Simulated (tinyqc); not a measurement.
From results back to parameters: six-band hole subbands of a thin body in a field. Three cases, with inputs chosen for the exercise.

Problem. Without spin-orbit coupling the masses along a normal n are the inverse eigenvalues of C(n n^T)/c: 1/(g1 - 2 g2) twice and 1/(g1 + 4 g2) on (001); 1/(g1 - 2 g3) twice and 1/(g1 + 4 g3) on (111); on (110) 1/(g1 + g2 - 3 g3), 1/(g1 - 2 g2) and 1/(g1 + g2 + 3 g3). Three masses were computed from hidden g1, g2, g3.

Case 1.

heavy and light mass on (001) (m0): 0.276243  0.176678

heavy mass on (111) = 0.714286 m0

Case 2.

heavy and light mass on (001) (m0): 0.278552  0.177620

heavy mass on (111) = 0.719424 m0

Case 3.

heavy and light mass on (001) (m0): 0.204918  0.033047

heavy mass on (111) = 0.500000 m0

Find: g1, g2, g3; heaviest mass on (110).

Solution. The inverse masses on (001) differ by 6 g2, which gives g2 and g1; g3 = (g1 - 1/m(111))/2.

Case 1.

g1, g2, g3: 4.30  0.34  1.45

heaviest mass on (110) = 3.45 m0

Case 2.

g1, g2, g3: 4.27  0.34  1.44

heaviest mass on (110) = 3.45 m0

Case 3.

g1, g2, g3: 13.34  4.23  5.67

heaviest mass on (110) = 1.79 m0

Computed by tinyqc, one run a case: `OMP_NUM_THREADS=1 python tinyqc.py N N+1 out.jsonl` with N = 1281223, 1281224, 1281234; one thread of a shared Intel(R) Xeon(R) Processor @ 2.30GHz, about 0.5 s a run at most.
